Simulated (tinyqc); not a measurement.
Against thickness at fixed field: leakage through a gate insulator: direct, Fowler-Nordheim, trap-assisted and Poole-Frenkel currents. Computed by tinyqc, a small Python program. Command: `OMP_NUM_THREADS=1 python tinyqc.py 3013011 3013012 out.jsonl oxideleak walk`. One thread of a shared host (Intel(R) Xeon(R) Processor @ 2.30GHz), about 0.01 s of CPU time with the checks.

Electrons enter from the cathode Fermi level at x = 0; the conduction band of the insulator lies phi_b - e F x above it, F = V/t. WKB exponents use a parabolic band with mass m.

Inputs (values chosen for the exercise, with an insulator like SiO2):
```
quantity                        value   unit
thickness t                       8.5     nm
barrier phi_b                    3.17     eV
tunnelling mass m                0.46    m_0
static constant eps_ox           3.83      -
voltage across the insulator V    5.4      V
trap depth phi_t                  2.4     eV
trap density N_t                4e+17  cm^-3
attempt rate nu_0               4e+13    1/s
activation of capture E_a       0.089     eV
temperature T                     400      K
```

Constants: hbar^2/(2 m_0) = 3.80998212 eV angstrom^2; e = 1.602176634e-19 C; hbar = 1.054571817e-34 J s; k_B = 8.617333262e-05 eV/K.

Method:
- For a level a distance phi(x) below the band, the WKB exponent is 2 int kappa dx with kappa = sqrt(m phi/(hbar^2/2m_0)); for a linear barrier from phi_1 down to phi_2 = max(phi_1 - e F d, 0) it is G = (4/3) sqrt(m/(hbar^2/2m_0)) (phi_1^(3/2) - phi_2^(3/2))/(e F).
- J_tun = e^3 F^2/(16 pi^2 hbar m phi_b) x exp(-G) / [1 - sqrt(phi_2/phi_b)]^2 with the free-electron mass in the cathode (m in m_0), phi_2 = max(phi_b - e V, 0): direct tunnelling for e V < phi_b, Fowler-Nordheim above. Image forces, back-flow and the limit on supply are left out, so J_tun is overstated below about 0.5 V.
- Equivalent oxide thickness = 3.9 t/eps_ox.
- A trap at depth x lies phi_t below the band. Capture: tunnel at the cathode Fermi level from 0 to x (G_in from phi_1 = phi_b), rate nu_0 exp(-G_in - E_c/k_B T) with E_c = E_a + max(phi_b - phi_t - e F x, 0), the last term being the height of the trap above the cathode Fermi level. Emission: tunnel from the trap level to the anode (G_out from phi_1 = phi_t over t - x), rate nu_0 exp(-G_out - E_a/k_B T). Re-emission to the cathode follows from detailed balance, rate_back = rate_in exp(dE/k_B T) with dE = phi_b - phi_t - e F x. Each trap passes R = rate_in rate_out/(rate_in + rate_back + rate_out) electrons per second; filling from the anode is left out.
- J_TAT = e N_t int_0^t R dx by the midpoint rule on 400 intervals; the most effective depth is the midpoint with the largest R, rounded to 0.01 nm.

field F = 6.35294 MV/cm

Currents:
```
t (nm)   V (V)  J_tun (A/cm^2)  J_TAT (A/cm^2)
1.2     0.7624      2.3378e+03      1.8606e-03
1.6     1.0165      1.8785e+01      3.4019e-03
2.2     1.3976      2.6541e-02      2.9243e-03
3.0     1.9059      1.3280e-05      4.3280e-04
4.0     2.5412      7.0146e-09      8.4641e-06
5.5     3.4941      5.6847e-11      7.5220e-08
7.5     4.7647      5.6847e-11      4.3738e-08
10.0    6.3529      5.6847e-11      4.3738e-08
```

What follows from these numbers?

Between the first rows J_tun falls by 5.24 decades per nm. From t = phi_b/(e F) = 4.99 nm it stops changing, since a triangular barrier does not feel the thickness. J_TAT overtakes J_tun between 2.2 and 3 nm.

Extremes, crossings and ranges named in words are read from the listed rows.
